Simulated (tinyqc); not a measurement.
Comparisons within one model: strain-driven crossing of the Gamma and L valleys in a germanium-like crystal alloyed with tin. A value that a table varies takes the place of the one given here.

Biaxial loads: e0 is the in-plane strain e_par and the normal is free. (001): e_perp = -2 (C12/C11) e_par; exx = eyy = e_par, ezz = e_perp, no shear. (111): e_perp = -(2 C11 + 4 C12 - 4 C44)/(C11 + 2 C12 + 4 C44) e_par; exx = eyy = ezz = (2 e_par + e_perp)/3 and exy = eyz = ezx = (e_perp - e_par)/3. (110): e_perp = -(C11 + 3 C12 - 2 C44)/(C11 + C12 + 2 C44) e_par; exx = eyy = (e_par + e_perp)/2, ezz = e_par, exy = (e_perp - e_par)/2, eyz = ezx = 0. Uniaxial loads: a stress along n, scaled so that n.e.n = e0, with exx = s11 sxx + s12 (syy + szz), exy = s44 sxy/2, s11 = (C11 + C12)/((C11 - C12)(C11 + 2 C12)), s12 = -C12/((C11 - C12)(C11 + 2 C12)), s44 = 1/C44.

Edges from the unstrained valence top: Gamma at Eg + ac tr(e); an L valley with unit axis u at EgL + aL tr(e) + XuL (u.e.u - tr(e)/3), u along [111], [1-1-1], [-11-1], [-1-11]; valence edges are the levels of the 6 x 6 matrix of X, Y, Z times spin with -Dso/3 + l exx + m (eyy + ezz) on the diagonal (cyclic), n exy off it, l = av + 2 b, m = av - b, n = sqrt(3) d. Spin-orbit term (Dso/3) L.sigma on X, Y, Z with (L_k)_ij = -i epsilon_kij: <X+|H|Y+> = -i Dso/3, <X+|H|Z-> = Dso/3, <Y+|H|Z-> = -i Dso/3, <Z+|H|X-> = -Dso/3, <Z+|H|Y-> = i Dso/3, <X-|H|Y-> = i Dso/3, and their conjugates; + and - are the spin along z.

With tin the unstrained gaps become E(y) = (1 - y) E + y EgS - CS y (1 - y); all other values are kept.
Constants: kB = 8.617333262e-05 eV/K.

Values chosen for the exercise (near those of Ge, gaps at low temperature; shifted at random, so the results belong to these values and not to a real crystal):
```
symbol  value           unit  meaning
Eg      0.911           eV    gap at Gamma to the s-like level
EgL     0.744           eV    gap to L
Dso     0.292           eV    spin-orbit splitting
ac      -8.12           eV    conduction deformation potential
av      1.26            eV    valence hydrostatic potential
b       -2.51           eV    tetragonal shear potential
d       -5.36           eV    trigonal shear potential
aL      -1.49           eV    hydrostatic potential of the L edge, Xd + Xu/3
XuL     16.45           eV    uniaxial potential, L
y       0.03                  tin fraction
EgS     (-0.39, 0.122)  eV    Gamma and L gaps of the tin end
CS      (2.87, 0.92)    eV    bowing of the Gamma and L gaps
C11     129             GPa
C12     47.8            GPa
C44     66.2            GPa
load    biaxial (110)         kind of strain
mG      0.0421          m0    mass at Gamma
mL      0.539           m0    density-of-states mass of the four L valleys together
T       200             K     temperature
e0      -0.0214               size of the strain
```

## Which strain makes the gap direct

For tension the difference Gamma minus lowest L is linear in e0; slope per 1 % and the e0 at which it vanishes (a dash: no crossing below 15 %), with the gap there.

Results:
```
load            slope (meV per 1 %)  crossing e0 (%)  gap at the crossing (eV)
biaxial (001)                 -83.5             1.08                     0.602
biaxial (110)                 -22.9             3.92                    -0.049
biaxial (111)                  43.4                -                         -
uniaxial [100]                -30.4             2.95                     0.567
uniaxial [111]                 -2.9                -                         -
uniaxial [110]                 16.3                -                         -
```

The smallest strain is needed for biaxial (001) (1.08 %), then uniaxial [100] (2.95 %). No crossing below 15 % is found for biaxial (111), uniaxial [111] and uniaxial [110]: shear splits the L valleys and pulls the lowest down nearly as fast as, or faster than, Gamma. Loads without off-diagonal strain, (001) and [100], gain (ac - aL) tr(e) = -66 meV per 1 % of volume. Crossings beyond about 3 % are sensitive to second-order terms, left out here. For uniaxial [111] the slope is a near cancellation, so terms beyond this linear model decide. A gap at or below zero marks a crossing beyond the range of this linear model.

## Sweep of a biaxial (110) strain

The valence splitting is the distance of the top two edges. Share in Gamma = mG^(3/2)/(mG^(3/2) + (mL^(3/2)/4) sum_i exp(-(E_Li - E_Gamma)/kT)).

Results:
```
e0 (%)  direct gap (eV)  indirect gap (eV)  Gamma - L (meV)  valence splitting (meV)  share in Gamma (%)
-0.72             0.862              0.641              221                       55            1.17e-05
-0.27             0.816              0.677              139                       22             0.00126
0.17              0.756              0.670               86                       15              0.0246
0.62              0.667              0.592               76                       58              0.0539
1.06              0.577              0.512               66                      103              0.0970
1.51              0.482              0.427               55                      151               0.176
1.95              0.388              0.343               45                      201               0.316
2.40              0.290              0.255               35                      253               0.574
```

The gap stays indirect over the sweep. This load splits the L valleys, and the lowest set changes where e0 changes sign, which bends the column Gamma - L. The direct gap goes from 0.862 to 0.290 eV; of that change -0.120 eV comes from the rise of the valence top through the shear terms and the rest from the volume. The share in Gamma goes from 1.17e-05 to 0.574 %.

## What each parameter does

Direct gap, Gamma minus the lowest L edge and the valence splitting. Each row changes one parameter from the base and keeps the others.

Results:
```
case             direct gap (eV)  Gamma - L (meV)  valence splitting (meV)
base                      1.0061            479.9                    122.1
Dso = 0.2482 eV           1.0059            479.9                    113.0
e0 = -0.01819             0.9736            421.4                    111.1
b = -2.1335 eV            1.0069            479.9                    124.2
ac = -6.902 eV            0.9658            439.6                    122.1
C12 = 40.63 GPa           1.0221            481.4                    119.3
d = -6.164 eV             0.9926            479.9                    134.2
y = 0.0255                1.0241            491.2                    122.1
```

The largest shifts from the base row, up to three for each result and ties (the steps differ in size, so this ranks the rows, not the parameters). direct gap (eV): ac -0.0403, e0 -0.0325, y +0.0181. Gamma - L (meV): e0 -58.5, ac -40.3, y +11.3; unchanged at the printed digits by Dso, b and d. valence splitting (meV): d +12.0, e0 -11.0, Dso -9.2; unchanged at the printed digits by ac and y.

Computed by tinyqc, a small Python program: `OMP_NUM_THREADS=1 python tinyqc.py 1081356 1081357 out.jsonl` (the numbers bound the seed that draws the inputs); one thread of a shared host (Intel(R) Xeon(R) Processor @ 2.30GHz), about 0.01 s for the whole set of steps.
